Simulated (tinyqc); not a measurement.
Gain for each load and current direction: deformation-potential model of the L valleys of a conduction band.

Valleys with axes along [111], [1-1-1], [-11-1] and [-1-11], one whole valley each. Herring-Vogt shift of a valley with unit axis a: dE = Xd tr(e) + Xu a.e.a. Non-degenerate shares n_i = exp(-dE_i/kT)/sum_j exp(-dE_j/kT). Inverse mass tensor of a valley: (1 - a a)/mt + a a/ml; the masses are taken as independent of strain.

s11 = (C11 + C12)/((C11 - C12)(C11 + 2 C12)), s12 = -C12/((C11 - C12)(C11 + 2 C12)), s44 = 1/C44; exx = s11 sxx + s12 (syy + szz) and cyclic, exy = s44 sxy/2; tension is positive. A uniaxial stress X along the unit vector n is s_ij = X n_i n_j.

Constants: kB = 8.617333262e-05 eV/K.

Values chosen for the exercise (near those of Ge; not measured data): ml = 1.619 m0 (longitudinal mass); mt = 0.085 m0 (transverse mass); Xd = -6.04 eV (dilation potential); Xu = 15.48 eV (uniaxial potential); C11 = 124.9 GPa; C12 = 48.9 GPa; C44 = 68 GPa; X1 = 0.7 GPa (size of the stress); T = 400 K (temperature).

Each load has the size X1. Gain m_c(0)/m_c - 1 in per cent from repopulation alone, m_c = 1/(u.M.u), M = sum_i n_i (inverse mass tensor); biaxial means sxx = syy.

Gain (%); + is tension, - compression:
```
load,[100],[010],[001],[110],[1-10],[111]
uniaxial [110] (+),0.0,0.0,0.0,29.9,-29.9,19.9
uniaxial [110] (-),0.0,0.0,0.0,-29.9,29.9,-19.9
uniaxial [100] (+),0.0,0.0,0.0,0.0,0.0,0.0
uniaxial [100] (-),0.0,0.0,0.0,0.0,0.0,0.0
uniaxial [111] (+),0.0,0.0,0.0,12.9,-12.9,25.7
uniaxial [111] (-),0.0,0.0,0.0,-29.1,29.1,-58.1
biaxial (001) (+),0.0,0.0,0.0,0.0,0.0,0.0
biaxial (001) (-),0.0,0.0,0.0,0.0,0.0,0.0
```

The largest gain is +29.9 %, for uniaxial [110] (+) with the current along [110] and uniaxial [110] (-) with the current along [1-10]; for a [110] channel it is +29.9 %, under uniaxial [110] (+). No gain or loss appears under biaxial (001) and uniaxial [100]: the valleys stay equivalent.

Run: tinyqc, `OMP_NUM_THREADS=1 python tinyqc.py 1081463 1081464 out.jsonl`; Intel(R) Xeon(R) Processor @ 2.30GHz, one thread, shared host; about 0.02 s of CPU time with all checks.
